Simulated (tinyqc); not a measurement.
Space-charge-limited current through a thin insulating or semi-insulating film with traps: one step, computed by the program tinyqc. Command: `OMP_NUM_THREADS=1 python tinyqc.py 3026243 3026244 out.jsonl sclc walk`. One thread of a shared host (Intel(R) Xeon(R) Processor @ 2.30GHz), about 0.01 s of CPU time with the checks.

One ohmic injecting contact at x = 0 (field zero), drift only, non-degenerate free carriers.

Problem. One point of the curve. Free density n_0 = N_c exp(-E_0/k_B T) in equilibrium; trapped density n_t(n) = N_t/(1 + n_1/n), n_1 = N_c exp(-E_t/k_B T). J = e mu n F and (eps eps_0/e) dF/dx = n - n_0 + n_t(n) - n_t(n_0) = rho(n). With F = J/(e mu n): d = (eps eps_0 J/(e^2 mu)) I_1 and V = (eps eps_0 J^2/(e^3 mu^2)) I_2, I_k = int_(n_L)^infinity dn/(n^(k+1) rho(n)), n_L the density at the anode; with u = n_L/n, 200 Gauss-Legendre points in t, u = 1 - (1 - t)^2. Anode field J/(e mu n_L); Mott-Gurney current (9/8) eps eps_0 mu V^2/d^3; ohmic current e n_0 mu V/d.

Inputs (values chosen for the exercise, modelled on HfO2):

| quantity | value | unit |
|---|---|---|
| permittivity eps | 22 | - |
| band mobility mu | 0.054 | cm^2/(V s) |
| effective density of states N_c | 9.2e+19 | 1/cm^3 |
| trap density N_t | 2.4e+18 | 1/cm^3 |
| equilibrium Fermi level below the band edge, E_0 | 0.64 | eV |
| thickness d | 78 | nm |
| free density at the anode, in units of N_c | 9.5e-09 | - |
| temperature T | 250 | K |
| trap level E_t below the band edge | 0.27 | eV |

Traps: single level.

Constants: k_B = 8.617333262e-05 eV/K; eps_0 = 8.8541878128e-12 F/m; e = 1.602176634e-19 C.

Give: I_1; I_2; current density J; voltage V; anode field over mean field V/d; trap-free Mott-Gurney current; ohmic current.

Solution.

I_1 = 9.0947e-29 cm^6

I_2 = 6.9282e-41 cm^9

current density J = 6.1031e-05 A/cm^2

voltage V = 0.041915 V

anode field over mean field V/d = 1.5020

trap-free Mott-Gurney current = 0.43810 A/cm^2

ohmic current = 5.3621e-10 A/cm^2

Caution: V is below 10 k_B T/e, where diffusion from the contact, left out here, dominates.
